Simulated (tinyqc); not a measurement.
Gate length: charge control and current of a heterostructure field-effect transistor. Computed by tinyqc, a small Python program. Command: `OMP_NUM_THREADS=1 python tinyqc.py 3002510 3002511 out.jsonl hemt walk`. One thread of a shared host (Intel(R) Xeon(R) Processor @ 2.30GHz), about 0.01 s of CPU time with the checks.

Two subbands in a triangular well; E_F is counted from the conduction band edge of the channel at the interface.

Inputs (values chosen for the exercise, modelled on AlGaN/GaN):
```
quantity                                  value        unit
channel mass m                             0.21         m_0
permittivity eps (barrier and channel)     9.68           -
barrier thickness d                          22          nm
Schottky barrier phi_B                      1.2          eV
conduction band offset dE_c                0.27          eV
polarisation charge sigma/e             8.7e+12      1/cm^2
gate voltage V_G                              0           V
mobility mu                                2100  cm^2/(V s)
saturation velocity v_s                     1.5    1e7 cm/s
gate length L                               660          nm
source resistance R_S                      0.28      ohm mm
temperature T                               300           K
mixing                                      0.5           -
iteration cap                               200           -
```

Charge source: polarisation. Velocity law: smooth.

Constants: e = 1.602176634e-19 C; eps_0 = 8.8541878128e-12 F/m; k_B = 8.617333262e-05 eV/K; hbar = 1.054571817e-34 J s; m_0 = 9.1093837015e-31 kg; k_B = 1.380649e-23 J/K.

Method:
- Threshold V_T = phi_B - dE_c - sigma d/(eps eps_0) (in volts); C_b = eps eps_0/d.
- Charge control: n_s = C_b (V_G - V_T - E_F/e)/e. Well: mean field F = e n_s/(2 eps eps_0), E_i = (hbar^2/2m)^(1/3) [(3 pi e F/2)(i + 3/4)]^(2/3), i = 0, 1; n_s = D k_B T sum_i ln(1 + exp((E_F - E_i)/k_B T)), D = m/(pi hbar^2), which is solved in closed form for E_F.
- Iteration from n_s = C_b (V_G - V_T)/(2e): E_F from n_s, n_out from the charge control, n_new = n_s + mixing (n_out - n_s), kept above n_s/10; stop when |n_out/n_s - 1| < 1e-9.
- C_g = e dn_s/dV_G = 1/(1/C_b + 1/C_q), 1/C_q = d(E_F/e)/d(e n_s) by a central difference of +/- 0.1 % in n_s; added distance dd = eps eps_0/C_q.
- With V = e n_s/C_g and V_c = v_s L/mu: for v = mu F/(1 + mu F/v_s), V_Dsat = V_c (sqrt(1 + 2V/V_c) - 1) and I/W = C_g v_s (V - V_Dsat); g_m = dI/dV; extrinsic g_m/(1 + g_m R_S); f_T = g_m/(2 pi C_g L).

sheet density n_s = 5.82626e+12 1/cm^2

gate capacitance C_g = 0.359703 microfarad/cm^2

V = 2.59512 V

Scaling; the last columns are v_s/(2 pi L) and mu V/(2 pi L^2):
```
L (nm)  I/W (mA/mm)  g_m (mS/mm)  extrinsic g_m (mS/mm)   f_T (GHz)  velocity limit (GHz)  mobility limit (GHz)
30           1231.5       504.96                 442.41  7.4475e+02                795.77            9.6373e+04
60           1167.8       490.73                 431.44  3.6188e+02                397.89            2.4093e+04
120          1083.6       470.78                 415.95  1.7359e+02                198.94            6.0233e+03
250           968.3       441.15                 392.65  7.8077e+01                 95.49            1.3878e+03
500           833.5       402.65                 361.86  3.5632e+01                 47.75            3.4694e+02
1000          677.5       351.89                 320.33  1.5570e+01                 23.87            8.6735e+01
2000          511.9       288.89                 267.27  6.3911e+00                 11.94            2.1684e+01
5000          309.0       195.08                 184.97  1.7263e+00                  4.77            3.4694e+00
```

What follows from these numbers?

f_T scales as L^-1.04 at the short end and L^-1.43 at the long end; the two limits cross at L = mu V/v_s = 3630 nm. g_m tends to C_g v_s = 540 mS/mm, and R_S cuts it by 12 % at the shortest gate. Fringe capacitances and short-channel effects, left out, lower f_T once L is below about ten barrier thicknesses.

Extremes, crossings and ranges named in words are read from the listed rows.
